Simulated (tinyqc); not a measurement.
A ladder of methods, and size consistency: correlation methods against full CI in the 6-311g basis, for H2, spin multiplicity 1. Computed by the program tinyqc with PySCF. 

Geometry (angstrom):
```
atom,x,y,z
H,0.0000,0.0000,0.0000
H,0.0000,0.0000,0.6610
```

RHF energy of one = -1.123875 hartree

All electrons correlated; +Q is the Davidson correction (1 - c0^2) E_corr. The last columns treat two copies 100 angstrom apart as one system. FCI is the lowest singlet.

Correlation energies (hartree):
```
method,E_corr of one,share of FCI (%),E_corr of two at 100 angstrom,two minus twice one (mhartree)
MP2,-0.01734,71.996,-0.03468,0.000
CISD,-0.02408,100.000,-0.04758,0.585
CISD+Q,-0.02438,101.248,-0.04872,0.047
CCSD,-0.02408,100.000,-0.04817,0.000
CCSD(T),-0.02408,100.000,-0.04817,0.000
FCI,-0.02408,100.000,-,-
```

MP2 recovers 72 %, CISD 100.0 % and CCSD 100.0 % of the FCI value (c0^2 = 0.988 in CISD). MP2 and coupled cluster are size consistent, so their last column vanishes; CISD loses 0.59 mhartree, since a double excitation on each copy is a quadruple of the pair, and the Davidson correction leaves +0.05. With two electrons, or one virtual orbital, CISD and CCSD are exact for one copy, so +Q overshoots there.
